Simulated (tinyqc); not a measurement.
Resistive crossbar, vector-matrix product with wire resistance: one step of the calculation.

2 rows and 2 columns. Cell (i, j) joins row node wij to column node bij. Each row is driven at its left end through one wire segment rw; neighbouring nodes along a row or a column are joined by rw; each column ends below the last row in one more rw and a virtual ground, where its current is read. Ideal output: I_j = sum_i V_i G_ij.

Question. Error against the ideal product. Ideal I_j = sum_i V_i G_ij; error = I/ideal - 1.

Inputs (values chosen for the exercise):
- V = [0.13, 0.38] V (input voltages of the rows)

cell conductances G (uS):

|  | column 1 | column 2 |
|---|---|---|
| row 1 | 460 | 220 |
| row 2 | 290 | 160 |

column currents (uA): column 1 165.24429, column 2 87.391679

Wanted: ideal currents; error.

Answer.

ideal currents (uA): column 1 170.0, column 2 89.40
error (%): column 1 -2.797, column 2 -2.246

The largest error is in column 1. All currents fall short, since the wires take part of the voltage.

Program tinyqc, `OMP_NUM_THREADS=1 python tinyqc.py 2880117 2880118 out.jsonl`; Intel Xeon 2.30GHz, shared host, one thread, about 0.03 s.
